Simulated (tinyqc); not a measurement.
## One-sided p+-n junction, ionisation integral and breakdown: effect of the drift doping

A p+ layer at x < 0 and an n drift layer from x = 0. Depletion approximation, built-in voltage neglected. Local ionisation coefficients alpha_n = an exp(-(bn/E)^mx), alpha_p = ap exp(-(bp/E)^mx). Electrons move towards +x, holes towards x = 0.

W = sqrt(2 eps0 eps_r V/(q N)), peak field E0 = q N W/(eps0 eps_r), falling linearly to 0 at W. G(x) = integral from 0 to x of (alpha_n - alpha_p); I_n = integral of alpha_n exp(-G) (electrons injected at x = 0), I_p = integral of alpha_p exp(G(end) - G) (holes injected at the far edge); M = 1/(1 - I). Integrals on a fine grid; BV is where I_n = 1. Specific on-resistance Ron = W/(q mu N) with constant mobility and full ionisation.

Values chosen for this exercise; material values close to those of 4H silicon carbide:
- eps_r = 9.79 (relative permittivity)
- an = 1.88e8 1/cm (prefactor of the electron ionisation coefficient)
- bn = 3.07e7 V/cm (field constant for electrons)
- ap = 3.21e8 1/cm (prefactor of the hole ionisation coefficient)
- bp = 2.62e7 V/cm (field constant for holes)
- mx = 1 (exponent)
- mu = 919 cm^2/(V s) (electron mobility of the drift layer)

Constants: q = 1.602176634e-19 C, eps0 = 8.8541878128e-14 F/cm where lengths are in cm. Results are converted to the units shown.

Result of one run:

| N (cm^-3) | BV (V) | E0 at BV (kV/cm) | W at BV (um) | Ron (mohm cm^2) | BV^2/Ron (MW/cm^2) | eps0 eps_r mu E0^3/4 (MW/cm^2) |
|---|---|---|---|---|---|---|
| 6.8e15 | 2.76e3 | 2.63e3 | 21.0 | 2.09 | 3.64e3 | 3.64e3 |

What becomes of these results when the donor density of the drift layer N is changed from 6.8e15 to 2.5e16 cm^-3, all else the same?

Result of the changed run:

| N (cm^-3) | BV (V) | E0 at BV (kV/cm) | W at BV (um) | Ron (mohm cm^2) | BV^2/Ron (MW/cm^2) | eps0 eps_r mu E0^3/4 (MW/cm^2) |
|---|---|---|---|---|---|---|
| 2.5e16 | 936 | 2.94e3 | 6.36 | 0.173 | 5.06e3 | 5.06e3 |

The whole series:

| N (cm^-3) | BV (V) | E0 at BV (kV/cm) | W at BV (um) | Ron (mohm cm^2) | BV^2/Ron (MW/cm^2) | eps0 eps_r mu E0^3/4 (MW/cm^2) |
|---|---|---|---|---|---|---|
| 6.8e15 | 2.76e3 | 2.63e3 | 21.0 | 2.09 | 3.64e3 | 3.64e3 |
| 1.3e16 | 1.61e3 | 2.78e3 | 11.6 | 0.604 | 4.27e3 | 4.27e3 |
| 2.5e16 | 936 | 2.94e3 | 6.36 | 0.173 | 5.06e3 | 5.06e3 |
| 4.8e16 | 549 | 3.12e3 | 3.52 | 0.0498 | 6.05e3 | 6.05e3 |
| 9.2e16 | 324 | 3.32e3 | 1.95 | 0.0144 | 7.29e3 | 7.29e3 |
| 1.8e17 | 190 | 3.55e3 | 1.07 | 0.00403 | 8.94e3 | 8.94e3 |
| 3.4e17 | 115 | 3.80e3 | 0.605 | 0.00121 | 1.10e4 | 1.10e4 |
| 6.5e17 | 69.6 | 4.09e3 | 0.341 | 3.56e-4 | 1.36e4 | 1.36e4 |

BV falls from 2760 to 69.6 V while the critical field rises from 2630 to 4090 kV/cm. BV goes as N^(-0.83) between the first two rows and N^(-0.77) between the last two (a coefficient proportional to E^7 gives -0.75 without punch-through). Ron goes as BV^(2.36) over the table; the last two columns agree since BV = E0 W/2 and N = eps0 eps_r E0/(q W). For N = 6.5e17 the layer is under 0.5 um wide or BV under 82 V, so dead space, tunnelling and the built-in voltage, all left out, matter.

Numbers from tinyqc (`OMP_NUM_THREADS=1 python tinyqc.py 2120142 2120143 out.jsonl`; about 0.06 s on one thread of a shared Intel Xeon 2.30GHz).
